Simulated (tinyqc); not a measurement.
Yield against design margin.

Cells fail independently with probability Q(k) = erfc(k/sqrt(2))/2 when the margin is k standard deviations, and Y = exp(-Nb Q(k)). phi = exp(-k^2/2)/sqrt(2 pi).  k = margin/s(dVT). With one spare that repairs any one cell, Y1 = exp(-x)(1 + x), x = Nb Q(k).

Inputs (values chosen for the exercise):
```
symbol,value,unit,meaning
Nb,8388608,,number of cells
```

s(dVT) = 70.9 mV

Yield against design margin:
```
M (mV)      k       Q(k)  expected failures x         Y        Y1
336     4.739   1.074e-6                9.005  1.228e-4  0.001228
361     5.092   1.775e-7                1.489    0.2257    0.5617
378     5.331   4.872e-8               0.4087    0.6645    0.9361
395     5.571   1.265e-8               0.1061    0.8993    0.9948
420     5.924   1.573e-9              0.01319    0.9869    0.9999
445     6.276  1.732e-10             0.001453    0.9985     1.000
470     6.629  1.689e-11             1.417e-4    0.9999     1.000
504     7.109  5.861e-13             4.917e-6     1.000     1.000
```

Over a change of the margin from 336 to 504 mV, k goes from 4.74 to 7.11, the expected failures fall by 6.3 decades and the yield goes from 1.23e-4 to 1.000. The spare helps most at M = 361 mV among the rows, where it lifts the yield from 0.226 to 0.562.

Computed by the program tinyqc: `OMP_NUM_THREADS=1 python tinyqc.py 2090002 2090003 out.jsonl`, one thread of a shared Intel Xeon 2.30GHz, about 0.01 s for the whole run.
